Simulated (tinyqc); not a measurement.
Bloch-Grueneisen resistivity of a metal: one step, computed by the program tinyqc.

Electrons scatter from a Debye spectrum of phonons (n = 5 for scattering within one band, n = 3 for scattering into a second, heavy band) and from static defects.

Problem. Total resistivity and derived numbers. J_n(y) = int_0^y x^n e^x/(e^x - 1)^2 dx, by 96 Gauss-Legendre points (upper limit at most 60). rho_ph = (n - 1) rho_1 (T/Theta)^n J_n(Theta/T), with rho_1 = 2 pi lambda_tr k_B Theta/(hbar eps_0 w_p^2), the high-temperature line at T = Theta. Matthiessen's rule: rho = rho_0 + rho_ph. Temperature coefficient (1/rho) d rho/dT by a central difference of +/- 0.5 K; residual ratio rho(295 K)/rho(4.2 K); scattering time tau = 1/(eps_0 w_p^2 rho); Wiedemann-Franz kappa = L_0 T/rho, L_0 = (pi^2/3)(k_B/e)^2.

Inputs (values chosen for the exercise, modelled on silver):
```
quantity                      value         unit
exponent n                        5            -
Debye temperature Theta         212            K
transport coupling lambda_tr   0.12            -
Drude plasma energy hbar w_p    8.8           eV
residual resistivity rho_0     0.38  microohm cm
temperature T                   120            K
```

Addition: none.

Constants: k_B = 1.380649e-23 J/K; hbar = 1.054571817e-34 J s; eps_0 = 8.8541878128e-12 F/m; hbar = 6.582119569e-16 eV s; k_B = 8.617333262e-05 eV/K.

Give: resistivity rho; temperature coefficient; residual resistance ratio; scattering time; Wiedemann-Franz conductivity.

Solution.

resistivity rho = 1.0125 microohm cm

temperature coefficient = 6.9081 1e-3/K

residual resistance ratio = 5.7057

scattering time = 62.406 fs

Wiedemann-Franz conductivity = 289.54 W/(m K)

Caution: below about Theta/2 small-angle phonon scattering degrades heat flow more than charge flow, so a thermal conductivity taken from rho by the Wiedemann-Franz law would be too high.
